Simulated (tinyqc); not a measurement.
## Trap density from the barrier height

Inverse problem. In a partly depleted grain with all boundary traps filled, 2 N W = Qt and VB = q N W^2/(2 eps0 eps_r). Find Qt, W and the doping at which VB would equal Vt.

Inputs (values chosen for the exercise): temperature T = 300 K; relative permittivity eps_r = 11.7.

Constants: q = 1.602176634e-19 C, kB = 1.380649e-23 J/K, Vt = kB T/q, eps0 = 8.8541878128e-14 F/cm where lengths are in cm. Results are converted to the units shown.

doping = 6.4e17 cm^-3
barrier height = 0.12082751 V

Answer. Eliminating W gives VB = q Qt^2/(8 eps0 eps_r N), which falls as 1/N.

Qt = 2.000e12 cm^-2
W = 15.62 nm
doping for VB = Vt = 2.991e18 cm^-3

Numbers from tinyqc (`OMP_NUM_THREADS=1 python tinyqc.py 2830251 2830252 out.jsonl`; about 0.01 s on one thread of a shared Intel Xeon 2.30GHz).
